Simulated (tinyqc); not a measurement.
# CMOS latch-up, two-transistor model, step by step

Program tinyqc, `OMP_NUM_THREADS=1 python tinyqc.py 2670020 2670021 out.jsonl`; Intel Xeon 2.30GHz, shared host, one thread, about 0.04 s. Printed values are rounded.

A parasitic pnp (emitter at Vdd, base shunted by Rw) and npn (emitter at ground, base shunted by Rs) feed each other: the npn collector current flows out of the pnp base node, the pnp collector current into the npn base node. Forward-active transistors with constant gains: Icn = Isn exp(Vn/Vt), Icp = Isp (exp(Vp/Vt) - 1). A current Ii is injected into the npn base node.

Values chosen for this exercise; values close to those of bulk CMOS:
- T = 250 K (temperature)
- bn = 21.6 (current gain of the npn)
- bp = 5.6 (current gain of the pnp)
- Isn = 2.1e-19 A (saturation current of the npn at T)
- Isp = 6e-20 A (saturation current of the pnp at T)
- Rs = 770 ohm (substrate resistance shunting the npn)
- Rw = 1300 ohm (well resistance shunting the pnp)
- R2 = 27 ohm (resistance from the pnp collector to the npn base)
- Von = 0.8 V (base-emitter voltage in the on state)
- Vsat = 0.11 V (saturation voltage)
- Vdd = 1.2 V (supply voltage)
- Ii = 0.654 mA (current injected into the substrate)

Constants: q = 1.602176634e-19 C, kB = 1.380649e-23 J/K, Vt = kB T/q. Results are converted to the units shown.

## Holding current and voltage

On state with both base-emitter voltages at Von: npn base current Ib = (Von/Rs + bp Von/Rw)/(bn bp - 1), holding current Ih = (bn + 1) Ib + Von/Rs, holding voltage Vh = Vsat + Von + R2 (Ib + Von/Rs).

bn bp = 120.960
Ib = 0.0373884 mA
Ih = 1.88394 mA
Vh = 0.939061 V

Vh is below Vdd = 1.2 V, so the supply can sustain a latched state.

## The off branch

| point | Vn (V) |
|---|---|
| 0 | 0.563 |
| 1 | 0.643 |
| 2 | 0.693 |
| 3 | 0.723 |
| 4 | 0.743 |
| 5 | 0.763 |
| 6 | 0.778 |
| 7 | 0.793 |

Node equations: Vp/Rw + Icp/bp = Icn and Vn/Rs + Icn/bn = Icp + Ii. Loop gain G = gn gp/[(1/Rw + gp/bp)(1/Rs + gn/bn)], gn = Icn/Vt, gp = (Icp + Isp)/Vt; the off state ends where G = 1, and Ii there is the trigger current. For each Vn: Icn, then Vp from the first equation, then Ii from the second.

| point | Icn (mA) | Vp (V) | Icp (mA) | Ii (mA) | G |
|---|---|---|---|---|---|
| 0 | 4.6968e-5 | 6.1058e-5 | 1.7029e-19 | 0.73117 | 6.0948e-18 |
| 1 | 0.0019254 | 0.0025031 | 7.3924e-18 | 0.83515 | 2.7898e-16 |
| 2 | 0.019610 | 0.025493 | 1.3592e-16 | 0.90091 | 8.0260e-15 |
| 3 | 0.078933 | 0.10261 | 6.9664e-15 | 0.94262 | 1.0580e-12 |
| 4 | 0.19973 | 0.25965 | 1.0290e-11 | 0.97418 | 3.3315e-9 |
| 5 | 0.50538 | 0.65676 | 0.0010419 | 1.0133 | 0.61160 |
| 6 | 1.0139 | 0.82109 | 2.1410 | -1.0837 | 72.640 |
| 7 | 2.0342 | 0.84876 | 7.7354 | -6.6113 | 92.150 |

Ii peaks at 1.013 mA, at Vn = 0.7633 V where G = 1; beyond it the loop feeds itself.

## Iteration 1: response to the injected current, once round the loop per iteration

Vn at the start = 0.61 V

Icn = Isn exp(Vn/Vt); Vp solves Vp/Rw + Icp/bp = Icn; Vn(new) solves Vn/Rs + (Isn/bn) exp(Vn/Vt) = Icp + Ii.

Icn = 4.16177e-4 mA
Vp = 5.41030e-4 V
Icp = 1.52589e-18 mA
Vn after iteration 1 = 0.503580 V

## Course of the iteration: response to the injected current, once round the loop per iteration

Stop when Vn changes by less than 1e-9 V, or after 150 iterations. Vn must stay below 1.1 V.

Course of the iteration:

| iteration | Vn (V) | \|change\| (V) |
|---|---|---|
| 1 | 0.503580 | 0.106 |
| 2 | 0.503580 | 0 |

Converged in 2 iterations. An off state exists, since Ii is below the trigger current, the largest Ii that the node equations allow, 1.013 mA.
